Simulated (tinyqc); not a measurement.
Composition from the perpendicular lattice constant.

Problem. The layer is x parts of the first compound and 1 - x of the second, grown coherently on the third as substrate and barrier. Rows of the table: lattice constant a, average valence level Ea on an absolute scale, spin-orbit splitting so, gaps at Gamma, X and L, hydrostatic deformation potentials av and ac (Gamma), shear potential b, elastic constants, electron and heavy-hole (along z) masses. All are interpolated linearly in x; gaps get -C x (1 - x), taken wholly in the conduction band; real line-ups can differ from this model by 0.1 eV or more. In-plane strain e = (a_substrate - a)/a, e_z = -2 (c12/c11) e, volume change 2 e + e_z. X-ray diffraction gives a_z = a (1 + e_z) of the coherent layer. Find x, e and the relaxed Gamma gap.

Parameters, values chosen for the exercise:
- CG = 0.65 eV (bowing of the Gamma gap)
- CX = 0.2 eV (bowing of the X gap)
- CL = 1.03 eV (bowing of the L gap)

Binary compounds, values chosen for the exercise:
```
	close to InP	close to GaP	close to GaAs
a (angstrom)	5.869	5.451	5.653
Ea (eV)	-7.04	-7.4	-6.92
so (eV)	0.11	0.0809	0.343
EG (eV)	1.36	2.79	1.43
EX (eV)	2.2	2.24	1.9
EL (eV)	1.94	2.58	1.7
av (eV)	1.26	1.68	1.15
ac (eV)	-5.04	-7.12	-7.16
b (eV)	-1.67	-1.82	-1.7
c11 (GPa)	101	140	120
c12 (GPa)	56.8	61.2	54.4
me (m0)	0.0808	0.131	0.0661
mh (m0)	0.531	0.325	0.352
```

lattice constant along the growth direction = 5.58494418 angstrom

Answer. a_z changes steadily with x, about (1 + 2 c12/c11) times as fast as the relaxed lattice constant, so one composition matches.

x = 0.4000
e = 0.6194 %
relaxed Gamma gap = 2.062 eV

Program tinyqc, `OMP_NUM_THREADS=1 python tinyqc.py 2690129 2690130 out.jsonl`; Intel Xeon 2.30GHz, shared host, one thread, about 0.01 s.
